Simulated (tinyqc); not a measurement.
Electron mobility of a polar semiconductor by Rode's iterative solution of the Boltzmann equation: one step, computed by the program tinyqc. Command: `OMP_NUM_THREADS=1 python tinyqc.py 3025112 3025113 out.jsonl rode walk`. One thread of a shared host (Intel(R) Xeon(R) Processor @ 2.30GHz), about 0.01 s of CPU time with the checks.

The distribution is f(E) + e F l(E) (-df/dE) cos(theta) for a weak field F, theta counted from the force; l(E) is a mean free path. Elastic processes enter by their momentum rate, polar optical phonons by out- and in-scattering terms. One valley only: where upper valleys lie close, measured mobilities are lower. The density n is prescribed, even where a narrow-gap material would have more intrinsic carriers.

Task: The first two iterations on one ladder of the grid. Iteration: l_new(E) = [v(E) + c+ l(E + hbar w) + c- l(E - hbar w)]/(nu + S_o), from l = 0.

Inputs (values chosen for the exercise, modelled on InSb): temperature T = 150 K.

Band: Kane. Elastic processes: acoustic, impurity.

Points j = s/2, s/2 + s, ... (the first seven rungs, or as many as the grid holds), rates in 1e12/s:
```
E (meV)  v (m/s)        nu       S_o         c+         c-
13.5      542635  3.588972  0.659711  0.2547398  0.0000000
37.5      774555  1.539086  0.452001  0.1603487  0.0553275
61.5      876950  0.983394  0.623582  0.1186523  0.2170090
85.5      933991  0.737401  0.913064  0.1159764  0.4169670
109.5     969548  0.608504  1.057172  0.1206839  0.5293335
133.5     993360  0.537724  1.131299  0.1259897  0.5946937
157.5    1010143  0.500914  1.185353  0.1308945  0.6440972
```

Give: l after iteration 1; l after iteration 2 (all rungs but the last shown).

Result:

l after iteration 1 (nm): 127.72  389.01  545.71  565.90  582.07  595.17  599.04

l after iteration 2 (all rungs but the last shown) (nm): 151.04  436.51  640.03  744.66  805.03  847.79

In-scattering lengthens l on the lowest rung by 18.3 % and on the second by 12.2 % in this step. Caution: the gas is degenerate, and screening of the polar coupling, left out here, would raise the mobility.
